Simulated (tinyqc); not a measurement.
MOS capacitor on a p-type substrate, surface potential from the exact charge relation: one step of the calculation.

Uniform p-type substrate, Boltzmann statistics, full ionisation, classical densities. psi is the surface potential against the body (positive when the bands bend down) and u = psi/Vt. Traps are spread evenly over the gap and neutral at flat band, so their charge is -q Dit psi; the minority quasi-Fermi level is shifted by Vb.

Task. Flat band, threshold and scales. ni = sqrt(Nc Nv) exp(-Eg/(2 Vt)), Eg in volts; phiF = Vt ln(N/ni); Cox = eps0 eox/tox; Vfb = phiM - chi - (Eg - Vt ln(Nv/N)) - q Nf/Cox; Q0 = sqrt(2 eps0 eps_r q N Vt); r = (ni/N)^2 exp(-Vb/Vt); VT = Vfb + [(2 phiF + Vb)(1 + q Dit/Cox) + sqrt(2 eps0 eps_r q N (2 phiF + Vb))/Cox].

Parameters, values chosen for the exercise; band and dielectric values close to those of gallium nitride:
```
symbol    value         unit                                                                 meaning
T           450            K                                                             temperature
Eg         3.46           eV                                                                band gap
eps_r      9.64                                                                relative permittivity
Nc      4.21e18        cm^-3                                  conduction-band density of states at T
Nv      8.54e19        cm^-3                                     valence-band density of states at T
chi         4.1           eV                                                       electron affinity
N        4.5e16        cm^-3                                       acceptor density of the substrate
eox         3.9               relative permittivity of the gate insulator (close to silicon dioxide)
tox         1.7           nm                                                     insulator thickness
phiM       4.21           eV                                                      gate work function
Nf            0        cm^-2                            fixed charge at the interface, in units of q
Dit           0  cm^-2 eV^-1                                              density of interface traps
Vb            0            V                    reverse bias of the inversion layer against the body
```

Constants: q = 1.602176634e-19 C, kB = 1.380649e-23 J/K, Vt = kB T/q, eps0 = 8.8541878128e-14 F/cm where lengths are in cm. Results are converted to the units shown.

Find: ni; phiF; Cox; Vfb; Q0; r; VT.

Result.

ni = 0.79932 cm^-3
phiF = 1.4956 V
Cox = 2.0313 uF/cm^2
Vfb = -3.0573 V
Q0 = 21.847 nC/cm^2
r = 3.1552e-34
VT = 0.028465 V

Numbers from tinyqc (`OMP_NUM_THREADS=1 python tinyqc.py 2060073 2060074 out.jsonl`; about 0.01 s on one thread of a shared Intel Xeon 2.30GHz).
